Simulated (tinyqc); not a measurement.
Field from the level spacing.

Inverse problem. In a triangular well E_k = a_k (C F^2/mz1)^(1/3), a_1 = 2.338107, a_2 = 4.087949, C = hbar^2/(2 m0), F in eV/nm (1 MV/cm = 0.1 eV/nm). Find F, E_1, the mean distance 2 E_1/(3 F) of the lowest level and the sheet charge eps0 eps_r F/q behind such a field.

Inputs (values chosen for the exercise):

| symbol | value | unit | meaning |
|---|---|---|---|
| eps_r | 11.8 |  | relative permittivity |
| mz1 | 0.318 | m0 | mass along z of valley set A (4 valley(s)) |

Constants: q = 1.602176634e-19 C, hbar = 1.054571817e-34 J s, m0 = 9.1093837015e-31 kg, eps0 = 8.8541878128e-14 F/cm where lengths are in cm, hbar^2/(2 m0) = 0.0380998212 eV nm^2. Results are converted to the units shown.

spacing of the two lowest levels = 195.63503 meV

Answer. The spacing over a_2 - a_1 is the energy scale (C F^2/mz1)^(1/3), which gives F.

F = 1.080 MV/cm
E_1 = 261.4 meV
mean distance = 1.614 nm
sheet charge over q = 7.043e12 cm^-2

Program tinyqc, `OMP_NUM_THREADS=1 python tinyqc.py 2160174 2160175 out.jsonl`; Intel Xeon 2.30GHz, shared host, one thread, about 1 s.
